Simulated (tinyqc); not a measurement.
Thin (001) film in sp3s* tight binding with raised dangling bonds: one step. The two blocks of the small film.

Planes alternate anion (a), cation (c) along [001], a/4 apart, starting with an anion; zero in-plane momentum; levels counted from the bulk Ev, the lower root of [[Epa, Vxx], [Vxx, Epc]]; no spin-orbit coupling. Block of s, pz, s*: from an anion to the cation above, Vss/2 (s,s), Vsapc/2 (s,z), -Vscpa/2 (z,s), Vxx/2 (z,z), Vxapc/2 (s*,z), -Vpaxc/2 (z,s*); to the cation below the same with the s-z and s*-z signs reversed. Block of u = (px + py)/sqrt2 and v = (px - py)/sqrt2: to the cation above (Vxx + Vxy)/2 for u and (Vxx - Vxy)/2 for v, to the cation below the reverse. Each surface atom has two dangling sp3 hybrids; raising both by dl adds (dl/2) [[1, t], [t, 1]] to its s, pz levels (t = -1 at the bottom face, +1 at the top) and dl to the one of u, v in whose plane the missing bonds lie (v for a bottom anion or a top cation, u for a top anion).

Inputs chosen for the exercise (out of a larger set: near a published set for InAs, fitted to gaps, whose masses and valley positions are rough; not measured data): p = (-9.541, 0.91, -2.715, 3.706, 7.382, 6.715, -5.594, 1.837, 4.475, 3.024, 5.431, 3.385, 3.915) eV (order Esa, Epa, Esc, Epc, Exa, Exc, Vss, Vxx, Vxy, Vsapc, Vscpa, Vxapc, Vpaxc); N = 4 (atomic planes in the small film); dl = 5 eV (shift of the dangling hybrids).

Problem. Fill them in.

Give: s, pz, s* block; u, v block.

Solution.

s, pz, s* block (eV), lower triangle:
```
        sa1     za1    *a1     sc2     zc2    *c2     sa3     za3    *a3     sc4    zc4    *c4
sa1  -7.041
za1  -2.500   3.410
*a1       0       0  7.382
sc2  -2.797  -2.716      0  -2.715
zc2   1.512   0.918  1.692       0   3.706
*c2       0  -1.958      0       0       0  6.715
sa3       0       0      0  -2.797  -1.512      0  -9.541
za3       0       0      0   2.716   0.918  1.958       0   0.910
*a3       0       0      0       0  -1.692      0       0       0  7.382
sc4       0       0      0       0       0      0  -2.797  -2.716      0  -0.215
zc4       0       0      0       0       0      0   1.512   0.918  1.692   2.500  6.206
*c4       0       0      0       0       0      0       0  -1.958      0       0      0  6.715
```

u, v block (eV), lower triangle:
```
       ua1     va1     uc2    vc2    ua3     va3    uc4    vc4
ua1  0.910
va1      0   5.910
uc2  3.156       0   3.706
vc2      0  -1.319       0  3.706
ua3      0       0  -1.319      0  0.910
va3      0       0       0  3.156      0   0.910
uc4      0       0       0      0  3.156       0  3.706
vc4      0       0       0      0      0  -1.319      0  8.706
```

Run: tinyqc, `OMP_NUM_THREADS=1 python tinyqc.py 1450291 1450292 out.jsonl`; Intel(R) Xeon(R) Processor @ 2.30GHz, one thread, shared host; about 0.4 s of CPU time with all checks.
